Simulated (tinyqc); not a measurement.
Scan in temperature at fixed frequency: admittance spectroscopy and thermally stimulated current of one trap level in a depletion layer. Computed by tinyqc, a small Python program. Command: `OMP_NUM_THREADS=1 python tinyqc.py 3111581 3111582 out.jsonl admit walk`. One thread of a shared host (Intel(R) Xeon(R) Processor @ 2.30GHz), about 0.01 s of CPU time with the checks.

A Schottky junction on n-type material holds one donor-like electron trap; shallow donors are fully ionised and abrupt depletion edges are assumed.

Inputs (values chosen for the exercise, modelled on n-type germanium):

| quantity | value | unit |
|---|---|---|
| dielectric constant eps | 16 | - |
| density-of-states mass m | 0.562 | m_0 |
| shallow doping N | 1.7e+16 | 1/cm^3 |
| trap density N_t | 7.4e+15 | 1/cm^3 |
| trap depth E_t below the band | 0.213 | eV |
| capture cross section sigma | 5.1e-17 | cm^2 |
| band bending V_b | 0.39 | V |
| test frequency f | 400 | Hz |

Constants: k_B = 1.380649e-23 J/K; m_0 = 9.1093837015e-31 kg; h = 6.62607015e-34 J s; k_B = 8.617333262e-05 eV/K; eps_0 = 8.8541878128e-12 F/m; e = 1.602176634e-19 C.

Method:
- N_c = 2 (2 pi m k_B T/h^2)^(3/2), v_th = sqrt(3 k_B T/m), emission rate e_n = sigma v_th N_c exp(-E_t/(k_B T)).
- Where the level crosses the Fermi level capture equals emission, so the trap follows the signal with the rate 2 e_n; G/omega peaks at omega = 2 e_n (the correction for large N_t/N is left out).
- Solve 2 e_n(T_p) = 2 pi f.
- With E_c - E_F = k_B T_p ln(N_c/N): lambda = sqrt(2 eps eps_0 (E_t - (E_c - E_F))/(e^2 N)); traps are empty and charged for x < x_t = w - lambda, and V_b = e (N w^2 + N_t x_t^2)/(2 eps eps_0). High frequency: C_hf = eps eps_0/w. Low frequency: C_lf = eps eps_0 (N + N_t)/(N w + N_t x_t).
- With x = omega/(2 e_n): C = C_hf + (C_lf - C_hf)/(1 + x^2), G/omega = (C_lf - C_hf) x/(1 + x^2); C_hf and C_lf are held at their values at T_p.

peak temperature T_p = 169.594 K

C_hf = 72.7365 nF/cm^2

C_lf = 88.9324 nF/cm^2

Admittance:

| T (K) | omega/(2 e_n) | C (nF/cm^2) | G/omega (nF/cm^2) |
|---|---|---|---|
| 149.2 | 9.4727 | 72.915 | 1.6909 |
| 156.0 | 4.2086 | 73.602 | 3.6426 |
| 161.1 | 2.3898 | 75.150 | 5.7673 |
| 166.2 | 1.4022 | 78.197 | 7.6563 |
| 169.6 | 0.9994 | 80.839 | 8.0979 |
| 173.0 | 0.7213 | 83.390 | 7.6842 |
| 178.1 | 0.4521 | 86.184 | 6.0791 |
| 184.9 | 0.2518 | 87.967 | 3.8343 |
| 193.3 | 0.1289 | 88.668 | 2.0528 |

What follows from these numbers?

The peak of G/omega is half the step, 8.10 nF/cm^2. Its full width is near 2 ln(2 + sqrt3) k_B T_p^2/(E_t + 2 k_B T_p) = 27.0 K. Caution: N_t/N is not small, so the peak moves away from omega = 2 e_n.

Extremes, crossings and ranges named in words are read from the listed rows.
